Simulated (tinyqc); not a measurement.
Comparisons within one model: band folding and unfolding in a supercell of a chain. A value that a table varies takes the place of the one given here.

A chain with hopping -t and n = 4 sites a supercell. H(K) has v_j on the diagonal, -t between neighbours and -t exp(2 pi i K) on the bond that closes the cell (from the last site to the first of the next cell). The point K holds the n wave vectors k_m = (K + m)/n of the primitive zone, in 2 pi/a, m = 0 to n - 1, with E0 = -2t cos(2 pi k_m). The unfolding weight of a state c on k_m is |sum_j c_j exp(-2 pi i k_m j)|^2/n, j = 0 to n - 1.

Inputs chosen for the exercise:
- t = 1.19 eV (hopping)
- v = (1.78, 0, 0, 0) eV (site energies in the supercell)
- Kq = 0.42 2 pi/(n a) (wave vector in the small zone)

## Minigaps against first-order theory

Gap i lies between minibands i and i + 1, at K = 1/2 for odd i and K = 0 for even i, where k = +/- i/(2n) are degenerate; first order gives 2|V_i|, the Fourier component V_q = (1/n) sum_j v_j exp(-2 pi i q j/n) for q equal to the number of the gap. Computed for the potential at full and at half strength.

Gaps (eV):

| i | E0 at the crossing | 2\|V_i\| | gap | gap at half strength |
|---|---|---|---|---|
| 1 | -1.6829 | 0.8900 | 0.6692 | 0.3872 |
| 2 | 0.0000 | 0.8900 | 0.7822 | 0.4300 |
| 3 | 1.6829 | 0.8900 | 1.1108 | 0.5028 |

The largest miss of first order is 221 meV, at i = 1 and 3; the potential spans 1.50 t.

## From folded lines to real minibands

The potential is scaled by x. For the lowest level at K: energy, second-order estimate E0(k_0) + x V_0 - x^2 sum_m |V_m|^2/(E0(k_m) - E0(k_0)), weight on k_0, and width of the lowest miniband between K = 0 and 1/2.

Lowest level:

| x | E (eV) | second order (eV) | weight on k_0 | miniband width (eV) |
|---|---|---|---|---|
| 0.00 | -1.8806 | -1.8806 | 1.000 | 0.6971 |
| 0.25 | -1.8005 | -1.8057 | 0.947 | 0.5979 |
| 0.50 | -1.7613 | -1.8034 | 0.864 | 0.5192 |
| 1.00 | -1.7280 | -2.0169 | 0.754 | 0.4054 |
| 1.50 | -1.7141 | -2.5212 | 0.699 | 0.3294 |
| 2.00 | -1.7067 | -3.3161 | 0.668 | 0.2760 |
| 3.00 | -1.6990 | -5.7779 | 0.634 | 0.2072 |
| 4.00 | -1.6950 | -9.4025 | 0.616 | 0.1653 |

Second order is -289.0 meV off at x = 1 and -4079 meV at x = 3. The weight on the parent k falls to 0.75 at x = 1 and 0.62 at x = 4, and the miniband narrows from 0.697 to 0.165 eV as the state gathers on the low sites. While the weight stays near one the primitive band is still the right picture and the folded copies carry little spectral weight.

## What each change does

The two lowest levels at K and the weight of the lowest on k_0. Each row changes one parameter from the base and keeps the others.

Results:

| case | level 1 (eV) | level 2 (eV) | weight |
|---|---|---|---|
| base | -1.7280 | -0.9453 | 0.7545 |
| t = 1.309 eV | -1.9050 | -1.0840 | 0.7690 |
| v = (-1.78, 0, 0, 0) eV | -2.8191 | -1.6342 | 0.6394 |
| Kq = 0.29 2 pi/(n a) | -1.8888 | -0.6506 | 0.9106 |

The largest shifts from the base row, up to three for each result and ties (the steps differ in size, so this ranks the rows, not the parameters). level 1 (eV): v -1.0911, t -0.1771, Kq -0.1609. level 2 (eV): v -0.6889, Kq +0.2947, t -0.1386. weight: Kq +0.1562, v -0.1151, t +0.0145.

Computed by tinyqc, a small Python program: `OMP_NUM_THREADS=1 python tinyqc.py 1451212 1451213 out.jsonl` (the numbers bound the seed that draws the inputs); one thread of a shared host (Intel(R) Xeon(R) Processor @ 2.30GHz), about 0.01 s for the whole set of steps.
